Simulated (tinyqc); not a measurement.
# From single traps to 1/f noise

7 half-filled traps with time constants tau_j = 2.9e-7 s times 10^(1 j), j = 0..6, each shift the threshold by a = 2.98 uV when filled and give the Lorentzian a^2 tau/(1 + (2 pi f tau)^2). For time constants spread evenly in ln tau the sum tends to a^2/(4 f ln(10^1)). slope = d ln S/d ln f.

Results:
```
f (Hz)  S (uV^2/Hz)  1/f limit (uV^2/Hz)       slope  j of the largest term
0.01         2.8606               96.418  -5.9800e-4                      6
0.1          2.7786               9.6418   -0.057714                      6
1           0.87398              0.96418     -1.0667                      6
1000      9.5956e-4            9.6418e-4     -1.1501                      3
30000     3.1693e-5            3.2139e-5    -0.85798                      1
1e6       6.8207e-7            9.6418e-7     -1.5947                      0
1e7       8.5952e-9            9.6418e-8     -1.9946                      0
1e8      8.6183e-11            9.6418e-9     -1.9999                      0
```

Estimate the missing row, f = 30 Hz.

Computed row:
```
f (Hz)  S (uV^2/Hz)  1/f limit (uV^2/Hz)     slope  j of the largest term
30         0.031883             0.032139  -0.84686                      4
```

With this row back in the table: Below the slowest trap (1/(2 pi tau) = 0.55 Hz) the spectrum is flat, slope 0.00 in the first row; above the fastest (5.5e5 Hz) the slope tends to -2 (-2.00 in the last row). In between, at 30, 1000 and 30000 Hz, the slopes are -0.85, -1.15 and -0.86, and S is 0.48 % below the 1/f limit at 1000 Hz.

tinyqc, about 0.01 s, one thread, Intel Xeon 2.30GHz (shared host): `OMP_NUM_THREADS=1 python tinyqc.py 2150105 2150106 out.jsonl`
